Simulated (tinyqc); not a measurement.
Cluster expansion of a binary alloy: correlations, fit, cross-validation and ground states. Changing the noise amplitude. Computed by tinyqc, a small Python program. Command: `OMP_NUM_THREADS=1 python tinyqc.py 3019608 3019609 out.jsonl clex sweep`. One thread of a shared host (Intel(R) Xeon(R) Processor @ 2.30GHz), about 0.06 s of CPU time with the checks.

s = +1 for A and -1 for B. Energy per site E = J0 + J1 P(point) + sum over clusters of m V P, with P the mean product of spins; V > 0 on a pair favours unlike neighbours. Clusters per site m: pair 1 4, pair 2 3, pair 3 6, triplet 12; the triplet is two first-neighbour bonds closed by a second-neighbour bond. Formation energies are counted from the line between pure A and pure B, which removes J0 and J1.

Inputs (values chosen for the exercise, for a model alloy):

| quantity | value | unit |
|---|---|---|
| first-pair interaction V1 | 5.38 | meV |
| second-pair interaction V2 | -1.1 | meV |
| third-pair interaction V3 | 0.037 | meV |
| triplet interaction Vt | 0.32 | meV |

Lattice: bcc.

correlations P, counted on periodic cells:
```
                      point     pair 1     pair 2     pair 3    triplet
A                  1.000000   1.000000   1.000000   1.000000   1.000000
A3B D0_3           0.500000   0.000000   0.000000   1.000000  -0.500000
A3B (001) layers   0.500000   0.000000   0.666667   0.333333   0.166667
A2B C11_b          0.333333  -0.333333   0.555556   0.111111  -0.111111
AB B2              0.000000  -1.000000   1.000000   1.000000   0.000000
AB B32             0.000000   0.000000  -1.000000   1.000000   0.000000
A2B2 B11           0.000000   0.000000   0.333333  -0.333333   0.000000
AB (110) layers    0.000000   0.000000  -0.333333  -0.333333   0.000000
AB2 C11_b         -0.333333  -0.333333   0.555556   0.111111   0.111111
AB3 D0_3          -0.500000   0.000000   0.000000   1.000000   0.500000
AB3 (001) layers  -0.500000   0.000000   0.666667   0.333333  -0.166667
B                 -1.000000   1.000000   1.000000   1.000000  -1.000000
```

standard normal numbers for the noise (0 for the pure ends): A 0.000, A3B D0_3 1.050, A3B (001) layers 0.779, A2B C11_b -2.512, AB B2 -1.311, AB B32 0.988, A2B2 B11 0.492, AB (110) layers 0.142, AB2 C11_b 1.948, AB3 D0_3 -0.768, AB3 (001) layers 0.409, B 0.000

Method:
- Design matrix of formation energies: m (P - 1) for pairs and m (P(triplet) - P(point)) for the triplet; x = (1 - P(point))/2.
- Exact: X V with V = (V1, V2, V3, Vt). The data to fit add the noise amplitude times the normal numbers, standing for what the clusters leave out.
- Leave out pair 3: A = X^T X and b = X^T E (E being the data with noise) over these three columns; solve A V = b. The root-mean-square error runs over the structures between the pure ends.
- For each set, H = X (X^T X)^-1 X^T over the structures between the ends; residual e = E - H E; leave-one-out error e_i/(1 - H_ii); both as root mean squares.

One run for each value:

| noise amplitude (meV/site) | leave-one-out error without pair 3 (meV/site) | leave-one-out error with all four (meV/site) | root-mean-square error of the three-cluster fit (meV/site) |
|---|---|---|---|
| 0.054 | 0.2077 | 0.0950 | 0.1318 |
| 0.100 | 0.2370 | 0.1759 | 0.1580 |
| 0.200 | 0.3505 | 0.3519 | 0.2473 |
| 0.390 | 0.6281 | 0.6862 | 0.4519 |
| 0.750 | 1.1957 | 1.3196 | 0.8613 |
| 1.400 | 2.2416 | 2.4632 | 1.6116 |
| 2.800 | 4.5070 | 4.9264 | 3.2341 |
| 5.400 | 8.7205 | 9.5010 | 6.2507 |

Describe and explain the trends.

Over the rows, leave-one-out error without pair 3 (meV/site) rises from 0.208 to 8.72 (exponent d ln y / d ln x 0.21 between the first rows and 1.0 between the last); leave-one-out error with all four (meV/site) rises from 0.0950 to 9.50 (exponent d ln y / d ln x about 1.00 throughout); root-mean-square error of the three-cluster fit (meV/site) rises from 0.132 to 6.25 (exponent d ln y / d ln x 0.29 between the first rows and 1.0 between the last). With all four clusters the error is pure noise and scales with it. Leaving out pair 3 leaves a floor set by V3 once the noise is small enough, but predicts better from a noise of 0.20 meV on.
